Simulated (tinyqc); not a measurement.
Inside a calculation: hydrogenic donor in a hard-walled well (variational). Values are carried at full precision from step to step, so a last printed digit may differ when a step is redone from the rounded ones.

Constants: Ry = 13.60569312 eV; a0 (Bohr radius) = 0.5291772105 angstrom; hbar^2/2m0 = 3.80998211 eV angstrom^2; e^2/(4 pi eps0) = 14.39964547 eV angstrom.

Values chosen for the exercise (near those of Ge, with one mean mass; not measured data): m = 0.116 m0 (mass); eps = 16.1 (dielectric constant); L = 331 angstrom (well width); zi = 0 angstrom (position of the donor from the centre); lam = 93 angstrom (trial length); lams = (43, 54, 66, 78, 93, 113, 140) angstrom (trial lengths).

## Bulk donor

Ry* = Ry m/eps^2, a* = a0 eps/m, and the subband energy c (pi/L)^2/m with c = hbar^2/2m0.

Ry* = 6.089 meV
a* = 73.45 angstrom
subband energy = 2.96 meV

## One trial length

Trial function cos(pi z/L) exp(-r/lam), r measured from the donor at zi, walls at +/- L/2, one eps everywhere. Counted from the lowest subband, E(lam) = c/(m lam^2) - (q/eps) I0/I1, with I0 the integral of cos^2(pi z/L) exp(-2|z - zi|/lam) over the well and I1 the same with the factor (|z - zi| + lam/2); c = hbar^2/2m0, q = e^2/(4 pi eps0). The binding energy is -E at the minimum.

Evaluate I0, I1 and both terms.

I0 = 72.057 angstrom
I1 = 5510.6 angstrom^2
kinetic term = 3.798 meV
Coulomb term = -11.695 meV
E = -7.898 meV

## Scan and minimum

E for each trial length, then the minimum.

Scan:
```
lam (angstrom)  kinetic (meV)  Coulomb (meV)  E (meV)
43                     17.763        -22.271   -4.508
54                     11.264        -18.260   -6.996
66                      7.540        -15.424   -7.884
78                      5.399        -13.457   -8.059
93                      3.798        -11.695   -7.898
113                     2.572        -10.039   -7.467
140                     1.676         -8.501   -6.826
```

best lam = 77.6 angstrom
binding energy = 8.06 meV
in Ry* = 1.324

At L = 4.51 a* this donor is bound more strongly than in the bulk.

## Checks

- Binding at the centre of a very wide well (200 a*) against Ry*, meV: both 6.09.
- Binding in a very thin well (a*/2000) against 4 Ry*, meV: 24.3 against 24.4.

Run: tinyqc, `OMP_NUM_THREADS=1 python tinyqc.py 1251151 1251152 out.jsonl`; Intel(R) Xeon(R) Processor @ 2.30GHz, one thread, shared host; about 0.01 s of CPU time with all checks.
